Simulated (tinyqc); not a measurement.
Boltzmann transport in a parabolic band with a power-law relaxation time: one step. Integrals for r = -0.5 (acoustic phonons). Two cases, with inputs chosen for the exercise.

Task: Evaluate F_j and K_j for j = 1/2, r + 1/2, r + 3/2, r + 5/2 and 2r + 1/2 (each value once).

F_j(eta) = (1/Gamma(j + 1)) integral_0^infinity x^j dx/(1 + exp(x - eta)), which tends to exp(eta) for eta << 0.

tau = tau0 x^r with x = E/kT. With K_j = Gamma(j + 1) F_j(eta): <tau> = tau0 (r + 3/2) K_(r+1/2)/((3/2) K_(1/2)); mu = <tau>/(mc m0/e), m0/e = 5.685630e-12 kg/C; Hall factor rH = (3/2) K_(1/2) (2r + 3/2) K_(2r+1/2)/((r + 3/2) K_(r+1/2))^2; Seebeck S = -(kB/e) [(r + 5/2) K_(r+3/2)/((r + 3/2) K_(r+1/2)) - eta]; Lorenz number L = (kB/e)^2 [(r + 7/2) K_(r+5/2)/((r + 3/2) K_(r+1/2)) - ((r + 5/2) K_(r+3/2)/((r + 3/2) K_(r+1/2)))^2]; kB/e in V/K. Valley anisotropy is left out of rH.

Case 1.

Values chosen (out of a larger set: masses near those of Si; tau0 is set for a mobility of the usual size at this n, kL is a free input; freeze-out and phonon drag, which matter near 77 K, are left out; not measured data): r = -0.5 (exponent of tau).

eta = -1.442396

Case 2.

Values chosen (out of a larger set: masses near those of InP; tau0 is set for a mobility of the usual size at this n, kL is a free input; freeze-out and phonon drag, which matter near 77 K, are left out; not measured data): r = -0.5 (exponent of tau).

eta = -1.270478

Give: F_j and K_j.

Result:

Case 1.

F_j and K_j:

| j | F_j | K_j |
|---|---|---|
| 0.5 | 0.21882 | 0.19392 |
| 0.0 | 0.21217 | 0.21217 |
| 1.0 | 0.22369 | 0.22369 |
| 2.0 | 0.22982 | 0.45965 |
| -0.5 | 0.20319 | 0.36015 |

Case 2.

F_j and K_j:

| j | F_j | K_j |
|---|---|---|
| 0.5 | 0.25645 | 0.22727 |
| 0.0 | 0.24740 | 0.24740 |
| 1.0 | 0.26313 | 0.26313 |
| 2.0 | 0.27158 | 0.54317 |
| -0.5 | 0.23527 | 0.41700 |

Computed by tinyqc, one run a case: `OMP_NUM_THREADS=1 python tinyqc.py N N+1 out.jsonl` with N = 1650391, 1650633; one thread of a shared Intel(R) Xeon(R) Processor @ 2.30GHz, about 0.01 s a run at most.
